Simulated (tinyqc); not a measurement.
Tilting alike or in alternation: buckled dimers of a reconstructed (001) surface, two dangling bonds a dimer.

In a dimer one atom moves up by z and the other down by z; the dangling bond of the up atom (more s-like) falls by gm z and that of the down atom rises by gm z. With all dimers tilted alike: H(k) = [[-gm z - 2 ta cos k, -tp - 2 tx cos k], [., gm z - 2 ta cos k]], k along the row in 1/a. Two electrons a dimer fill the lowest N of the 2N levels on the mesh k_j = (j + 1/2) pi/N. Total energy a dimer: W(z) = (2/N) sum of the filled levels + kf z^2. Repulsion between electrons is left out.

Inputs chosen for the exercise (of the size met on diamond (001); shifted at random, so the results belong to these values and not to a real crystal):
- tp = 0.96 eV (pi coupling inside a dimer)
- ta = 0.19 eV (coupling between like atoms along the row)
- tx = 0.04 eV (diagonal coupling along the row)
- gm = 1.64 eV/angstrom (shift of a dangling bond with height)
- kf = 4.8 eV/angstrom^2 (force constant of buckling)
- N = 16 (k points)

Alternation doubles the cell: sites L1, R1, L2, R2 with levels -gm z, +gm z, +gm z, -gm z, -tp inside a dimer, -2 ta cos k between L1-L2 and R1-R2, -2 tx cos k between L1-R2 and R1-L2, on k_j = (j + 1/2) pi/(2N); the lowest half of the levels is filled. Energies a dimer; gaps on these meshes.

Two patterns:

| z (angstrom) | W alike (eV) | W alternating (eV) | difference (meV) | gap alike (eV) | gap alternating (eV) |
|---|---|---|---|---|---|
| 0.05 | -1.9150 | -1.9156 | -0.6 | 1.1707 | 1.1724 |
| 0.10 | -1.8999 | -1.9022 | -2.3 | 1.1917 | 1.2064 |
| 0.15 | -1.8742 | -1.8790 | -4.8 | 1.2261 | 1.2609 |
| 0.20 | -1.8373 | -1.8452 | -7.9 | 1.2733 | 1.3334 |
| 0.40 | -1.5583 | -1.5782 | -19.9 | 1.5709 | 1.7519 |
| 0.50 | -1.3261 | -1.3500 | -23.8 | 1.7709 | 2.0093 |

Give the missing row, z (angstrom) = 0.30.

Computed row:
```
z (angstrom)  W alike (eV)  W alternating (eV)  difference (meV)  gap alike (eV)  gap alternating (eV)
0.30               -1.7261             -1.7404             -14.3          1.4024                1.5218
```

The lowest W listed is -1.9150 eV for like tilts and -1.9156 eV for alternation (both in the first row: W rises with z, so these dimers stay nearly flat); the difference at equal z runs from -23.8 to -0.6 meV. With alternation ta joins filled up atoms to empty down atoms and gains energy in second order, about 2 ta^2/(gm z) a dimer at large z, while tx does so for like tilts; here ta = 0.19 and tx = 0.04 eV. At z = 0.3 the gap is 1.402 eV alike and 1.522 eV alternating.

(tinyqc, `OMP_NUM_THREADS=1 python tinyqc.py 1480931 1480932 out.jsonl`, Intel(R) Xeon(R) Processor @ 2.30GHz, 1 thread, shared host, about 0.02 s.)
